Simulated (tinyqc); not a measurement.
The weight eta from points of equal mobility.

Question. If the mobility depends on E = q (Ndep + eta Ns)/(eps0 eps_r) alone, two points of equal mobility on its falling branch have equal E. Find eta and E.

Values chosen for this exercise:
- eps_r = 11.9 (relative permittivity of the semiconductor)

Constants: q = 1.602176634e-19 C, eps0 = 8.8541878128e-14 F/cm where lengths are in cm. Results are converted to the units shown.

Ndep at two body biases (cm^-2): [1.5180930e12, 2.5000840e12]
Ns at which the mobility is the same (cm^-2): [8.1e12, 6.0541855e12]

Solution. eta is the ratio of the differences of Ndep and Ns.

eta = 0.4800
E = 0.8220 MV/cm

Numbers from tinyqc (`OMP_NUM_THREADS=1 python tinyqc.py 2510157 2510158 out.jsonl`; about 0.01 s on one thread of a shared Intel Xeon 2.30GHz).
